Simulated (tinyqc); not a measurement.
Trap in a gate oxide as a short-range spherical well: one step. The bound level. Two cases, with inputs chosen for the exercise.

Question. Solve for Et; the share outside is [sin^2(kR)/(2 kappa)]/[sin^2(kR)/(2 kappa) + R/2 - sin(2kR)/(4k)].

A spherical well of radius R and depth V0 below the conduction edge, one mass m, c = hbar^2/2m0. The s level at binding Et solves k cot(k R) = -kappa with k = sqrt(m (V0 - Et)/c), kappa = sqrt(m Et/c); it exists for V0 > Vc = c (pi/2R)^2/m. Outside, psi falls as exp(-kappa r)/r.

Constants: hbar^2/2m0 = 3.80998211 eV angstrom^2.

Give: Et; k; kappa; share outside; Vc.

Case 1.

Values chosen (out of a larger set: near those of SiO2 on 4H SiC; not measured data): R = 2.9 angstrom (radius of the well); V0 = 7.82 eV (depth of the well); m = 0.466 m0 (mass).

Answer.

Et = 2.9666 eV
k = 0.7705 1/angstrom
kappa = 0.6024 1/angstrom
share outside = 0.226
Vc = 2.399 eV

The well is 3.26 times the critical depth. Since dEt/dV0 equals the share inside, 0.77, a 1 % change of V0 moves Et by 2.0 %. The decay length is 1.7 angstrom, 0.6 times R.

Case 2.

Values chosen (out of a larger set: near those of SiO2 on Si; not measured data): R = 2.5 angstrom (radius of the well); V0 = 8.78 eV (depth of the well); m = 0.457 m0 (mass).

Answer.

Et = 2.6209 eV
k = 0.8595 1/angstrom
kappa = 0.5607 1/angstrom
share outside = 0.292
Vc = 3.291 eV

The well is 2.67 times the critical depth. Since dEt/dV0 equals the share inside, 0.71, a 1 % change of V0 moves Et by 2.4 %. The decay length is 1.8 angstrom, 0.7 times R.

Computed by tinyqc, one run a case: `OMP_NUM_THREADS=1 python tinyqc.py N N+1 out.jsonl` with N = 1280089, 1280091; one thread of a shared Intel(R) Xeon(R) Processor @ 2.30GHz, about 0.01 s a run at most.
